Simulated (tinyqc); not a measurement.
Inside a calculation. Method: one-electron ion in a basis of Gaussians. One step of it, computed by the program tinyqc.

Task: Matrices over normalised Gaussians. With p = a_i + a_j and I(k) = Gamma((k+1)/2) / (2 p^((k+1)/2)): S = I(2l+2), T = (2l+3) a_i a_j S / p, V = -Z I(2l+1), each divided by sqrt(S_ii S_jj).

exponents of r^l exp(-a r^2) (1/bohr^2): [0.004169, 0.005836, 0.008169]

Z = 1

l = 2

Give: S; T; V.

Result:

S:
```
[[1.0000, 0.9519, 0.8234],
 [0.9519, 1.0000, 0.9519],
 [0.8234, 0.9519, 1.0000]]
```

T (hartree):
```
[[0.0146, 0.0162, 0.0159],
 [0.0162, 0.0204, 0.0227],
 [0.0159, 0.0227, 0.0286]]
```

V (hartree):
```
[[-0.0550, -0.0573, -0.0550],
 [-0.0573, -0.0650, -0.0678],
 [-0.0550, -0.0678, -0.0769]]
```
